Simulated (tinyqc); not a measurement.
# Insulator thickness and V0 from two charges

Question. In an undoped wire Vg - V0 = Q/Cox + Vt ln(Q/Q0) + Vt ln(1 + Q/Q0) at the source, with Q0 = 4 eps0 eps_r Vt/R and Cox = eps0 eox/(R ln(1 + tox/R)). Find Cox, tox and V0.

Parameters, values chosen for the exercise; material values those of a made-up semiconductor: temperature T = 273 K; relative permittivity of the semiconductor eps_r = 11.9; relative permittivity of the gate insulator eox = 7.38; wire radius R = 8 nm.

Constants: q = 1.602176634e-19 C, kB = 1.380649e-23 J/K, Vt = kB T/q, eps0 = 8.8541878128e-14 F/cm where lengths are in cm. Results are converted to the units shown.

Qs at Vg = 0.6 and 1 V (nC/cm^2): 382.21716  953.43003

Answer. The two equations are linear in 1/Cox and V0; tox follows by inverting the logarithm.

Cox = 1.584 uF/cm^2
tox = 5.400 nm
V0 = 0.2990 V

Numbers from tinyqc (`OMP_NUM_THREADS=1 python tinyqc.py 2460115 2460116 out.jsonl`; about 0.03 s on one thread of a shared Intel Xeon 2.30GHz).
